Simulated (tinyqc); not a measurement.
Short-channel transistor, virtual-source model with series resistance: one step of the calculation.

The current per gate width is the charge at the top of the source barrier (the virtual source) times its velocity times a saturation function; al and be are fitting constants of the model. Units: I in uA/um, Rs in ohm um, so I Rs = 1e-6 I Rs in volts; Q in uC/cm^2, so I = 1e-4 Q vx0 Fsat with vx0 in cm/s.

Question. Current through the series resistance. Intrinsic voltages Vg' = Vgs - I Rs, Vd' = Vds - 2 I Rs. n = n0 + nd Vd', VT = VT0 - dl Vd', Ff = 1/(1 + exp((Vg' - VT + al Vt/2)/(al Vt))), Q = Cinv n Vt ln(1 + exp((Vg' - VT + al Vt Ff)/(n Vt))), Vdsat = (vx0 L/mu)(1 - Ff) + Vt Ff, Fsat = u/(1 + u^be)^(1/be) with u = Vd'/Vdsat, and I(out) = Q vx0 Fsat per width. (Fsat takes the sign of u.) Newton step: I(new) = I + (I(out) - I)/(1 - s), s = dI(out)/dI by a central difference with +/- 0.001 uA/um.

Parameters, values chosen for the exercise: temperature T = 400 K; inversion capacitance Cinv = 2.14 uF/cm^2; velocity at the virtual source vx0 = 9.52e6 cm/s; apparent mobility mu = 260 cm^2/(V s); channel length L = 16 nm; threshold at zero drain voltage VT0 = 0.49 V; drain-induced barrier lowering dl = 0.193 V/V; subthreshold factor n0 = 1.2; growth of n with drain voltage nd = 0.05 1/V; threshold shift (in units of Vt) from weak to strong inversion al = 3.5; sharpness of saturation be = 2; series resistance of each contact Rs = 150 ohm um; gate voltage Vgs = 0.7 V; drain voltage Vds = 0.7 V.

Constants: q = 1.602176634e-19 C, kB = 1.380649e-23 J/K, Vt = kB T/q. Results are converted to the units shown.

I at the start = 0 uA/um

Find: Vg'; Vd'; VT; Ff; Q; Vdsat; Fsat; I(out); s; I after iteration 1.

Answer.

Vg' = 0.7000 V
Vd' = 0.7000 V
VT = 0.3549 V
Ff = 0.03355
Q = 0.7472 uC/cm^2
Vdsat = 0.05778 V
Fsat = 0.9966
I(out) = 708.9 uA/um
s = -0.4103
I after iteration 1 = 502.7 uA/um

Numbers from tinyqc (`OMP_NUM_THREADS=1 python tinyqc.py 2380007 2380008 out.jsonl`; about 0.01 s on one thread of a shared Intel Xeon 2.30GHz).
